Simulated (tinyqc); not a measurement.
# Tunnelling through a two-layer gate stack, WKB transmission and Tsu-Esaki current: effects of single changes

Electrons leave the emitter at x = 0. Energies E (motion across the layers) are in eV from the emitter Fermi level; the collector Fermi level lies at -V and offers states at every E. No charge in the dielectric and no image force: F1 = V/(t1 + t2 eps1/eps2), F2 = F1 eps1/eps2; U = phi1 - F1 x in layer 1 and phi2 - F1 t1 - F2 (x - t1) in layer 2. With C = hbar^2/(2 m0), kappa = sqrt(m (U - E)/C) where U > E and 0 elsewhere; T(E) = exp(-S), S = 2 times the integral of kappa over x.

Values chosen for this exercise; layer 1 close to silicon dioxide, layer 2 close to aluminium oxide: temperature T = 400 K; Fermi energy of the emitter above its band bottom Ef = 0.26 eV; emitter mass in the supply function me = 1 m0; barrier of layer 1 above the emitter Fermi level at zero bias phi1 = 3.16 eV; tunnelling mass of layer 1 m1 = 0.49 m0; thickness of layer 1 t1 = 0.9 nm; relative permittivity of layer 1 eps1 = 3.99; barrier of layer 2 at zero bias phi2 = 2.68 eV; tunnelling mass of layer 2 m2 = 0.39 m0; thickness of layer 2 t2 = 2.9 nm; relative permittivity of layer 2 eps2 = 9.43; voltage across the dielectric V = 0.9 V.

Constants: q = 1.602176634e-19 C, kB = 1.380649e-23 J/K, hbar = 1.054571817e-34 J s, m0 = 9.1093837015e-31 kg, Vt = kB T/q, hbar^2/(2 m0) = 0.0380998212 eV nm^2. Results are converted to the units shown.

Each table varies one quantity; the others keep the values above.

## Effect of the tunnelling mass m1

Each layer adds (2/F) sqrt(m/C) [G(u at its left edge) - G(u at its right edge)] to S, with u = U - E (0 where negative) and G(u) = (2/3) u^1.5. J = J0 times the integral of T(E) N(E) dE, N = ln[(1 + exp(-E/Vt))/(1 + exp((-E - V)/Vt))], J0 = q^2 me m0 kB T/(2 pi^2 hbar^3) (times 1e-4 for A/cm^2 per eV), from E = -Ef to far above the barrier (T = 1 there), by quadrature converged to the digits shown.

Result of one run:
```
m1 (m0),S at E = 0,T(E = 0),J (A/cm^2),mean E of the current (eV)
0.15,32.64,6.696e-15,1.365e-6,-0.1152
```

What becomes of these results when the tunnelling mass of layer 1 m1 is changed from 0.15 to 0.25 m0, all else the same?

Result of the changed run:
```
m1 (m0),S at E = 0,T(E = 0),J (A/cm^2),mean E of the current (eV)
0.25,34.43,1.117e-15,2.201e-7,-0.1128
```

The whole series:
```
m1 (m0),S at E = 0,T(E = 0),J (A/cm^2),mean E of the current (eV)
0.12,31.99,1.282e-14,2.646e-6,-0.1161
0.15,32.64,6.696e-15,1.365e-6,-0.1152
0.2,33.59,2.585e-15,5.172e-7,-0.1140
0.25,34.43,1.117e-15,2.201e-7,-0.1128
0.31,35.33,4.533e-16,8.781e-8,-0.1116
0.4,36.53,1.362e-16,2.581e-8,-0.1100
0.5,37.72,4.160e-17,7.714e-9,-0.1083
0.63,39.09,1.050e-17,1.901e-9,-0.1064
```

J falls from 2.65e-6 to 1.90e-9 A/cm^2. S goes as m1^(0.12): only one of the two layers feels this mass, so the power is below 0.5.

## Effect of the barrier height

Same model as above.

Effect of the barrier height:
```
phi1 (eV),S at E = 0,T(E = 0),J (A/cm^2),mean E of the current (eV)
1.6,34.14,1.487e-15,2.543e-7,-0.1016
1.89,34.89,7.005e-16,1.225e-7,-0.1036
2.17,35.56,3.593e-16,6.398e-8,-0.1051
2.46,36.21,1.889e-16,3.414e-8,-0.1063
2.74,36.79,1.054e-16,1.929e-8,-0.1073
3.03,37.36,5.958e-17,1.102e-8,-0.1081
3.31,37.88,3.528e-17,6.587e-9,-0.1088
3.6,38.40,2.101e-17,3.955e-9,-0.1095
```

What does the table show?

J falls from 2.54e-7 to 3.96e-9 A/cm^2, on average 0.904 decades for each eV, while S rises from 34.1 to 38.4.

Program tinyqc, `OMP_NUM_THREADS=1 python tinyqc.py 2540138 2540139 out.jsonl`; Intel Xeon 2.30GHz, shared host, one thread, about 0.03 s.
